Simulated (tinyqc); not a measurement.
# Hot electrons in a saturated n-channel MOSFET, lucky-electron model: several studies

Beyond pinch-off the lateral field grows as Esat cosh(y/l) over the velocity-saturated region (pseudo-two-dimensional model). Impact ionisation in this region gives the substrate current, which biases the body forward through Rsub. Currents are per width. Local-field laws: they overstate ionisation when the field peak is narrower than an energy relaxation length.

Values chosen for this exercise; values close to those of silicon n-channel devices: channel length L = 0.5 um; oxide thickness tox = 12 nm; junction depth xj = 190 nm; threshold VT = 0.4 V; effective mobility mu = 390 cm^2/(V s); saturation velocity vs = 7.9e6 cm/s; ionisation prefactor Ai = 2e6 1/cm; ionisation field Bi = 1.82 MV/cm; resistance of the lightly doped drain Rd = 400 ohm um; substrate resistance Rsub = 2100 ohm um; fall of VT per volt of forward body bias kb = 0.28; lifetime exponent m = 3.2; lifetime constant Hl = 720 s uA/um; drain voltage Vd = 2.9 V; gate voltage Vg = 1.4 V.

Constants: eps0 = 8.8541878128e-14 F/cm where lengths are in cm. Results are converted to the units shown.

Each table varies one quantity; the others keep the values above.

## Effect of the oxide thickness

Cox = 3.9 eps0/tox, l = sqrt(3 tox xj), Esat = 2 vs/mu. Overdrive g = Vg - VT + kb Vb; Vdsat = g Esat L/(g + Esat L); Id = Cox vs (g - Vdsat); dV = Vd - Id Rd - Vdsat; Em = sqrt((dV/l)^2 + Esat^2); Isub = Id (Ai/Bi) l Em exp(-Bi/Em). Vb = Rsub Isub is solved self-consistently. Lifetime tau = (Hl/Id)(Isub/Id)^(-m); 1 year = 3.15576e7 s.

Effect of the oxide thickness:
```
tox (nm)	Id (uA/um)	Em (MV/cm)	Isub (uA/um)	Isub/Id	tau (years)
6.7	134.8	0.3544	1.911	0.01417	0.1392
8.3	108.7	0.3205	0.9003	0.008281	0.9641
10	90.20	0.2935	0.4448	0.004931	6.104
13	69.37	0.2591	0.1512	0.002180	108.2
16	56.35	0.2347	0.05957	0.001057	1350
19	47.45	0.2163	0.02606	5.492e-4	1.302e4
24	37.57	0.1937	0.007770	2.068e-4	3.746e5
```

As tox goes from 6.7 to 24 nm, Em falls from 0.354 to 0.194 MV/cm, Isub falls from 1.91 to 0.00777 uA/um and tau rises from 0.139 to 3.75e5 years. From the first row to the last, log10(tau) changes by 6.4: 5.9 from (Isub/Id)^(-m), which holds Em and l, and 0.55 from 1/Id. For tox = 16 to 24 nm tau is a far extrapolation that only says that hot carriers are no limit.

## Effect of the junction depth

Same model as above.

Effect of the junction depth:
```
xj (nm)	Id (uA/um)	Em (MV/cm)	Isub (uA/um)	Isub/Id	tau (years)
76	75.32	0.4225	2.463	0.03270	0.01718
100	75.23	0.3689	1.318	0.01752	0.1267
140	75.17	0.3126	0.5425	0.007217	2.165
190	75.15	0.2691	0.2125	0.002828	43.43
260	75.14	0.2310	0.06994	9.308e-4	1521
350	75.14	0.2002	0.02088	2.779e-4	7.276e4
480	75.14	0.1722	0.004812	6.404e-5	7.976e6
```

What does the table show?

As xj goes from 76 to 480 nm, Em falls from 0.422 to 0.172 MV/cm, Isub falls from 2.46 to 0.00481 uA/um and tau rises from 0.0172 to 7.98e6 years. From the first row to the last, log10(tau) changes by 8.7: 8.7 from (Isub/Id)^(-m), which holds Em and l, and under 0.005 from 1/Id. For xj = 260 to 480 nm tau is a far extrapolation that only says that hot carriers are no limit.

## Effect of the drain voltage

Same model as above.

Effect of the drain voltage:
```
Vd (V)	Id (uA/um)	Em (MV/cm)	Isub (uA/um)	Isub/Id	tau (years)
1.8	75.13	0.1391	1.972e-4	2.624e-6	2.196e11
2	75.14	0.1624	0.001503	2.001e-5	3.300e8
2.2	75.14	0.1859	0.007105	9.457e-5	2.291e6
2.4	75.14	0.2096	0.02420	3.221e-4	4.537e4
2.6	75.14	0.2333	0.06528	8.688e-4	1896
2.8	75.15	0.2572	0.1483	0.001974	137.2
3	75.16	0.2811	0.2959	0.003938	15.05
3.2	75.17	0.3050	0.5340	0.007103	2.278
```

What does the comparison show?

As Vd goes from 1.8 to 3.2 V, Em rises from 0.139 to 0.305 MV/cm, Isub rises from 1.97e-4 to 0.534 uA/um and tau falls from 2.20e11 to 2.28 years. The slope of ln(tau) against 1/Vd is 117 V between the first two rows and 90.6 V between the last two; ten years are last met at Vd = 3 V among the rows. For Vd = 1.8 to 2.6 V tau is a far extrapolation that only says that hot carriers are no limit.

Computed by the program tinyqc: `OMP_NUM_THREADS=1 python tinyqc.py 2550121 2550122 out.jsonl`, one thread of a shared Intel Xeon 2.30GHz, about 0.01 s for the whole run.
